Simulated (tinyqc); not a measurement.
Inside a calculation. Method: Ewald sum of point charges, bcc lattice in a neutralising background. Computed by tinyqc, a small Python program that keeps every step. Command: `OMP_NUM_THREADS=1 python tinyqc.py 24840 24841 out.jsonl` (the two numbers bound the seeds that draw the settings). One thread of a shared host (Intel(R) Xeon(R) Processor @ 2.60GHz), about 0.04 s of CPU time with the checks.

## Ewald sum with eta = 0.378 1/bohr

cell vectors (rows) (bohr):
```
           1          2          3
1  10.210000   0.000000   0.000000
2   0.000000  10.210000   0.000000
3   0.000000   0.000000  10.210000
```

Charges:
```
q               f1        f2        f3
1.000000  0.000000  0.000000  0.000000
1.000000  0.500000  0.500000  0.500000
```

Real space: 1/2 sum q_i q_j erfc(eta r)/r over all images with r > 0; reciprocal space: (2 pi/V) sum_(G != 0) exp(-G^2/4 eta^2)/G^2 |S(G)|^2 with S(G) = sum q exp(i G.r); self term -eta/sqrt(pi) sum q^2; background -pi Q^2/(2 V eta^2), Q the total charge.

Real-space shells (first ones):
```
r (bohr)   pairs  sum (hartree)
8.842119      16       2.06e-06
10.210000     12       2.83e-08
14.439120     24              0
```

Reciprocal shells (first ones that count):
```
G^2 (1/bohr^2)  vectors  sum (hartree)
0.757423             12       0.099417
1.514845              6       0.006605
2.272268             24       0.004680
3.029690             12       0.000466
3.787113             24       0.000198
4.544535              8       0.000015
5.301958             48       0.000020
6.059381              6       5.81e-07
6.816803             36       8.24e-07
7.574226             24       1.31e-07
8.331648             24       3.17e-08
9.089071             24       7.73e-09
```

## The total does not depend on eta

The same sums for other eta.

Totals (hartree per cell):
```
eta           real  reciprocal       self  background        total
0.378000  2.09e-06    0.111403  -0.426527   -0.041316  -0.35643814
0.526000  4.33e-11    0.258426  -0.593527   -0.021337  -0.35643814
0.633000         0    0.372559  -0.714264   -0.014733  -0.35643814
```

shortest distance = 8.842119 bohr
